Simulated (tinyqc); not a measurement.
What each input does: carrier statistics of a doped semiconductor with parabolic bands.

Eg(T) = Eg0 - al T^2/(T + be); m_de = Mv^(2/3) (ml mt^2)^(1/3); m_dh = (mhh^(3/2) + mlh^(3/2))^(2/3); Nc and Nv from N = 2 (m kB T/(4 pi c))^(3/2) with c = hbar^2/2m0, in 1/angstrom^3; times 1e24 for 1/cm^3.

Energies are counted from Ev, so Ec = Eg. n = Nc F_1/2((EF - Eg)/kT), p = Nv F_1/2(-EF/kT), ND+ = ND/(1 + 2 exp((EF - Eg + ED)/kT)), NA- = NA/(1 + 4 exp((EA - EF)/kT)); neutrality asks p + ND+ = n + NA-. F_j(eta) = (1/Gamma(j + 1)) integral_0^infinity x^j dx/(1 + exp(x - eta)), which tends to exp(eta) for eta << 0.

Constants: hbar^2/2m0 = 3.80998211 eV angstrom^2; kB = 8.617333262e-05 eV/K.

Values chosen for the exercise (near those of GaN; shifted at random, so the results belong to these values and not to a real crystal):
```
symbol  value     unit    meaning
Eg0     3.455     eV      gap at 0 K
al      0.000942  eV/K    Varshni alpha
be      811       K       Varshni beta
ml      0.198     m0      longitudinal electron mass
mt      0.198     m0      transverse electron mass
Mv      1                 equivalent valleys
mhh     1.44      m0      heavy-hole mass
mlh     0.293     m0      light-hole mass
ND      9.6e+14   1/cm^3  donors
NA      7.4e+12   1/cm^3  acceptors
ED      0.0214    eV      donor level below Ec
EA      0.185     eV      acceptor level above Ev
T       200       K
```

Neutrality solved anew for each case.

One parameter was then changed.

Results before and after:
```
case     EF (eV)  n (1/cm^3)  p (1/cm^3)
base      3.2946    9.47e+14    2.47e-64
changed   3.3446    9.47e+14    1.36e-65
```

Which of these changes was made? (a) NA = 9.62e+12 1/cm^3; (b) T = 180 K; (c) mhh = 1.728 m0; (d) ND = 4.8e+14 1/cm^3; (e) ED = 0.0321 eV; (f) mt = 0.2376 m0; (g) Eg0 = 3.505 eV.

Answer: (g) Eg0 = 3.505 eV. Of the candidates, run in turn, only this one gives the changed row.

All candidates:
```
case                  EF (eV)  n (1/cm^3)  p (1/cm^3)
base                   3.2946    9.47e+14    2.47e-64
T = 180 K              3.3158    9.46e+14    3.20e-74
ND = 4.8e+14 1/cm^3    3.2825    4.71e+14    4.96e-64
NA = 9.62e+12 1/cm^3   3.2945    9.45e+14    2.47e-64
Eg0 = 3.505 eV         3.3446    9.47e+14    1.36e-65
mt = 0.2376 m0         3.2914    9.48e+14    2.96e-64
mhh = 1.728 m0         3.2946    9.47e+14    3.18e-64
ED = 0.0321 eV         3.2945    9.43e+14    2.48e-64
```

(tinyqc, `OMP_NUM_THREADS=1 python tinyqc.py 1652188 1652189 out.jsonl`, Intel(R) Xeon(R) Processor @ 2.30GHz, 1 thread, shared host, about 0.01 s.)
